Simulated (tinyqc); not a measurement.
From parabola to cone: four-band model of biased bilayer graphene near K.

Basis A1, B1, A2, B2, with B1 below A2; p = kx + i ky, v_j = (sqrt3/2) a g_j. Diagonal -U/2, -U/2, U/2, U/2; <A1|B1> = <A2|B2> = v0 p*, <B1|A2> = g1, <A1|B2> = v3 p, <A1|A2> = <B1|B2> = -v4 p*.

Values chosen for the exercise (near those used for Bernal bilayer graphene; shifted at random, so the results belong to these values and not to a real crystal): a = 2.46 angstrom (lattice constant); g0 = 2.86 eV (hopping in a layer); g1 = 0.417 eV (hopping of the dimer sites); g3 = 0 eV (skew hopping A1-B2); g4 = 0 eV (skew hopping A1-A2).

U = 0, along kx. Parabola: v0^2 k^2/g1. Hyperbola: sqrt(g1^2/4 + v0^2 k^2) - g1/2. Then bands 3 and 2 of the full matrix for +kx and band 3 for -kx.

Energies (eV):

| k (1/angstrom) | parabola | hyperbola | band 3, +kx | band 2, +kx | band 3, -kx |
|---|---|---|---|---|---|
| 0.002 | 0.0004 | 0.0004 | 0.0004 | -0.0004 | 0.0004 |
| 0.005 | 0.0022 | 0.0022 | 0.0022 | -0.0022 | 0.0022 |
| 0.010 | 0.0089 | 0.0087 | 0.0087 | -0.0087 | 0.0087 |
| 0.020 | 0.0356 | 0.0330 | 0.0330 | -0.0330 | 0.0330 |
| 0.030 | 0.0801 | 0.0688 | 0.0688 | -0.0688 | 0.0688 |
| 0.050 | 0.2226 | 0.1607 | 0.1607 | -0.1607 | 0.1607 |
| 0.080 | 0.5698 | 0.3217 | 0.3217 | -0.3217 | 0.3217 |
| 0.120 | 1.2820 | 0.5518 | 0.5518 | -0.5518 | 0.5518 |

The parabola is 2 % above the hyperbola at 0.01 and a factor 2.32 at 0.12 1/angstrom, where the slope nears v0. With g3 = g4 = 0 the hyperbola is exact, the bands are isotropic and mirror images.

(tinyqc, `OMP_NUM_THREADS=1 python tinyqc.py 1481047 1481048 out.jsonl`, Intel(R) Xeon(R) Processor @ 2.30GHz, 1 thread, shared host, about 0.06 s.)
